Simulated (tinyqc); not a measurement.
Ion implantation: universal nuclear stopping, Lindhard-Scharff electronic stopping and a Gaussian range profile: one step, computed by the program tinyqc.

An ion slows by elastic collisions with screened nuclei and by friction with electrons; channelling is ignored and the target is uniform.

Task: Range and straggle. Reduced energy eps = 32.53 M2 E/(Z1 Z2 (M1 + M2)(Z1^0.23 + Z2^0.23)), E in keV; s_n = ln(1 + 1.1383 eps)/(2 (eps + 0.01321 eps^0.21226 + 0.19593 eps^0.5)) for eps up to 30 and ln(eps)/(2 eps) above; S_n = 8.462 Z1 Z2 M1 s_n/((M1 + M2)(Z1^0.23 + Z2^0.23)) in 1e-15 eV cm^2. S_e = k 3.83 Z1^(7/6) Z2/(Z1^(2/3) + Z2^(2/3))^(3/2) sqrt(E/M1) in 1e-15 eV cm^2, E in keV. Path length R = int_0^E dE'/(N (S_n + S_e)); energy lost to nuclei nu = int_0^E S_n/(S_n + S_e) dE' (both with E' = E y^3 and 64 Gauss-Legendre points in y). Estimates of Lindhard type: R_p = R/(1 + M2/(3 M1)), straggle dR_p = (2/3) R_p sqrt(M1 M2)/(M1 + M2).

Inputs (values chosen for the exercise, modelled on indium ions in diamond):
```
quantity,value,unit
ion atomic number Z1,49,-
ion mass M1,115,u
target atomic number Z2,6,-
target mass M2,12.01,u
target density N,176.3,1/nm^3
ion energy E,12,keV
scale factor of electronic stopping k,1.5,-
```

Give: path length R; projected range R_p; straggle dR_p; energy lost to nuclei nu.

Result:

path length R = 7.8975 nm

projected range R_p = 7.6318 nm

straggle dR_p = 1.4887 nm

energy lost to nuclei nu = 10.933 keV

91 % of the energy goes to nuclei over the whole path.
